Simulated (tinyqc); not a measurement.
Two-junction solar cell, detailed-balance limit: effect of the concentration.

The top cell takes all photons above E1, the bottom cell those between E2 and E1. Each cell follows J = Jsc - J0 (exp(V/Vt) - 1) with J0 = q ge Phi(gap, T)/ERE; light emitted by one cell and absorbed by the other is left out. In series both carry one current; wired apart (four terminals) each works at its own maximum power point. Efficiencies are counted against Pin = fs X sigma Ts^4.

Photon flux above E from a black body at temperature T into a hemisphere: Phi(E, T) = A sum_k exp(-k E/th)[E^2 th/k + 2 E th^2/k^2 + 2 th^3/k^3], k = 1, 2, ..., with th = kB T/q in eV and A = 2 pi q^3/(h^3 c^2). J1 = q fs X Phi(E1, Ts), J2 = q fs X [Phi(E2, Ts) - Phi(E1, Ts)], J01 and J02 as above; sigma = 2 pi^5 kB^4/(15 h^3 c^2). In series V(J) = Vt [ln((J1 - J)/J01 + 1) + ln((J2 - J)/J02 + 1)], and J V(J) is largest where V = J Vt [1/(J1 - J + J01) + 1/(J2 - J + J02)]. Apart, each cell has (1 + v) exp(v) = 1 + Jsc/J0 at its maximum power point, v = Vmp/Vt.

Values chosen for this exercise:

| symbol | value | unit | meaning |
|---|---|---|---|
| T | 280 | K | cell temperature |
| Ts | 7000 | K | temperature of the black-body sun |
| fs | 2.16e-5 |  | share of the hemisphere filled by the sun |
| ERE | 0.01 |  | external radiative efficiency |
| ge | 1 |  | number of faces that emit |
| E2 | 1.09 | eV | gap of the bottom cell |
| E1 | 1.73 | eV | gap of the top cell |

Constants: q = 1.602176634e-19 C, kB = 1.380649e-23 J/K, h = 6.62607015e-34 J s, c = 299792458 m/s, Vt = kB T/q. Results are converted to the units shown.

Effect of the concentration:
```
X	J1 (mA/cm^2)	J2 (mA/cm^2)	series efficiency (%)	four-terminal efficiency (%)
1	69.531	46.108	31.099	40.097
3	208.59	138.32	31.920	41.114
10	695.31	461.08	32.820	42.229
30	2085.9	1383.2	33.642	43.248
100	6953.1	4610.8	34.543	44.364
300	20859	13832	35.365	45.384
1000	69531	46108	36.266	46.502
```

As X goes from 1 to 1000, the series efficiency rises from 31.1 to 36.3 %, and the four-terminal one rises from 40.1 to 46.5 %. Among the rows the two lie closest, 9.0 points apart, at X = 1, where J1/J2 = 1.51; the spread over the rows is 5.17 points in series and 6.40 apart.

Computed by the program tinyqc: `OMP_NUM_THREADS=1 python tinyqc.py 2820046 2820047 out.jsonl`, one thread of a shared Intel Xeon 2.30GHz, about 0.01 s for the whole run.
